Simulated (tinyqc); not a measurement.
# Resonant-tunnelling diode, transfer matrices and Tsu-Esaki current: effect of the emitter barrier

Emitter (band edge 0), barrier d1, well Lw, barrier d2, collector (edge -V). The bias drops linearly over these layers and none in the contacts; each layer is cut into ns equal slices, flat at the value of their centres. E is the energy of motion across the layers, C = hbar^2/(2 m0), psi and psi'/m are continuous. Transport is coherent, T(E) is taken as independent of the transverse momentum, and charge in the well is ignored.

For the pair (psi, psi'/m) a flat layer has M = [[cos kd, (m/k) sin kd], [-(k/m) sin kd, cos kd]] with k = sqrt(m (E - U)/C) above its edge U, and M = [[cosh Kd, (m/K) sinh Kd], [(K/m) sinh Kd, cosh Kd]] with K = sqrt(m (U - E)/C) below it. Later slices stand to the left. With M acting on (psi, psi'/m) and v = k/m in each lead, T(E) = 4 vL vR/[(vL vR M12 - M21)^2 + (vR M11 + vL M22)^2]. J = J0 times the integral over E > 0 of T(E) N(E), N = ln[(1 + exp((Ef - E)/Vt))/(1 + exp((Ef - V - E)/Vt))], J0 = q^2 mw m0 kB T/(2 pi^2 hbar^3) (times 1e-4 for A/cm^2 per eV). The integral is converged to the digits shown. The resonance is the first maximum of T(E) for E > 0, G its full width at half maximum.

Values chosen for this exercise; masses and offsets of a made-up heterostructure:
- T = 200 K (temperature)
- mw = 0.05 m0 (mass in the well, spacer and contacts)
- U1 = 1.4 eV (barrier height)
- m1 = 0.15 m0 (barrier mass)
- Lw = 2.5 nm (well width)
- d2 = 0.9 nm (collector barrier)
- ns = 1 (slices in each layer)
- Ef = 0.2 eV (Fermi energy of both contacts above their band edges)
- V = 0.37 V (bias of the collector)

Constants: q = 1.602176634e-19 C, kB = 1.380649e-23 J/K, hbar = 1.054571817e-34 J s, m0 = 9.1093837015e-31 kg, Vt = kB T/q, hbar^2/(2 m0) = 0.0380998212 eV nm^2. Results are converted to the units shown.

Effect of the emitter barrier:
```
d1 (nm)	Er (eV)	Tp	G (meV)	J (kA/cm^2)
0.7	0.1414	0.9834	32.33	2064
0.9	0.1357	0.9084	21.30	1433
1.2	0.1257	0.4348	15.63	592.5
1.4	0.1192	0.2081	14.38	285.0
1.6	0.1130	0.09127	13.83	129.6
1.8	0.1072	0.03848	13.56	57.17
2	0.1018	0.01595	13.42	24.80
```

As d1 grows from 0.7 to 2 nm, G falls from 32.3 to 13.4 meV, Tp falls from 0.983 to 0.0159, and J falls from 2060 to 24.8 kA/cm^2. The product G Tp changes by a factor of 0.00673 and J by 0.0120; the rest comes from the shift of Er (0.141 to 0.102 eV) against the supply function and from current off resonance. In 1 of the 7 rows a layer is thinner than 0.8 nm, a few atomic planes, where an effective mass is a rough description.

Computed by the program tinyqc: `OMP_NUM_THREADS=1 python tinyqc.py 2600121 2600122 out.jsonl`, one thread of a shared Intel Xeon 2.30GHz, about 0.1 s for the whole run.
